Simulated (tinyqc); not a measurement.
IGBT as a p-i-n diode in series with a MOS channel, on-state and switching loss: two steps of the calculation.

High injection (n = p) in a drift layer from x = -W/2 (anode) to +W/2 (cathode side), recombination only in the layer with lifetime tau, ideal emitters. The channel feeds the cathode side and carries the whole current. Auger recombination, carrier-carrier scattering, emitter losses and the carrier dip under the p body are left out.

Values chosen for this exercise; material values close to those of silicon: temperature T = 300 K; band gap Eg = 1.13 eV; conduction-band density of states at T Nc = 2.82e19 cm^-3; valence-band density of states at T Nv = 2.64e19 cm^-3; doping of the drift layer Nd = 7.2e13 cm^-3; high-injection lifetime tau = 1.9 us; current density J = 250 A/cm^2; channel and accumulation resistance Rch = 2.1 mohm cm^2.

Constants: q = 1.602176634e-19 C, kB = 1.380649e-23 J/K, Vt = kB T/q. Results are converted to the units shown.

Question 1. Carrier profile. n(x) = (tau J/(2 q La))[cosh(x/La)/sinh y - B sinh(x/La)/cosh y]. x/La = (2 x/W) y.

```
point,2 x/W
0,-1
1,-0.75
2,-0.5
3,-0.25
4,0
5,0.25
6,0.5
7,0.75
8,1
```

B = 0.48936170
La = 59.257671 um
y = 0.92814987

Wanted: n.

Answer 1.

```
point,n (cm^-3)
0,4.3214e17
1,3.5659e17
2,3.0034e17
3,2.6032e17
4,2.3439e17
5,2.2113e17
6,2.1983e17
7,2.3042e17
8,2.5347e17
```

The density is 1.70 times higher at the anode than at the cathode side, since holes are the slower carriers; its smallest listed value is 3050 times Nd.

Question 2. On-state voltage. Vm = Vt [(8 b/(b + 1)^2)(sinh y/s) arctan(s sinh y) + B ln((1 + B tanh^2 y)/(1 - B tanh^2 y))], s = sqrt(1 - B^2 tanh^2 y); Vj = Vt ln(n(-W/2) n(W/2)/ni^2), ni = sqrt(Nc Nv) exp(-Eg/(2 Vt)), Eg in volts; Vc = J Rch; Von = Vm + Vj + Vc.

b = 2.9166667
B = 0.48936170
La = 59.257671 um
y = 0.92814987

Give: Vm; Vj; Vc; Von.

Answer 2.

Vm = 0.041967 V
Vj = 0.90188 V
Vc = 0.52500 V
Von = 1.4688 V

Vm does not depend on J, since the carrier density grows with it. Junctions, layer and channel take 61, 2.9 and 36 % of Von.

Computed by the program tinyqc: `OMP_NUM_THREADS=1 python tinyqc.py 2590038 2590039 out.jsonl`, one thread of a shared Intel Xeon 2.30GHz, about 0.01 s for the whole run.
